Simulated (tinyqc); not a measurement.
From results back to parameters: trap in a gate oxide as a short-range spherical well. Four cases, with inputs chosen for the exercise.

Problem. In strong inversion a gate step dV falls across the oxide, so a trap at depth x moves by -e dV x/tox against EF and d ln(tau_c/tau_e)/dV = -x/(tox kB T/e). The slope was computed from a hidden depth.

Constants: kB = 8.617333262e-05 eV/K.

Find: x/tox; x.

Method. x/tox = -slope kB T/e.

Case 1.

Values chosen (out of a larger set: near those of SiO2 on 4H SiC; not measured data): tox = 27 angstrom (oxide thickness); T = 300 K (temperature).

slope = -8.5959 1/V

Solution.

x/tox = 0.222
x = 6.0 angstrom

Case 2.

Values chosen (out of a larger set: near those of Al2O3 on GaAs; not measured data): tox = 25 angstrom (oxide thickness); T = 300 K (temperature).

slope = -13.9254 1/V

Solution.

x/tox = 0.360
x = 9.0 angstrom

Case 3.

Values chosen (out of a larger set: near those of SiO2 on Si; not measured data): tox = 23 angstrom (oxide thickness); T = 200 K (temperature).

slope = -10.0909 1/V

Solution.

x/tox = 0.174
x = 4.0 angstrom

Case 4.

Values chosen (out of a larger set: near those of Al2O3 on GaAs; not measured data): tox = 29 angstrom (oxide thickness); T = 200 K (temperature).

slope = -20.0078 1/V

Solution.

x/tox = 0.345
x = 10.0 angstrom

Computed by tinyqc, one run a case: `OMP_NUM_THREADS=1 python tinyqc.py N N+1 out.jsonl` with N = 1251197, 1251217, 1251294, 1251360; one thread of a shared Intel(R) Xeon(R) Processor @ 2.30GHz, about 0.01 s a run at most.
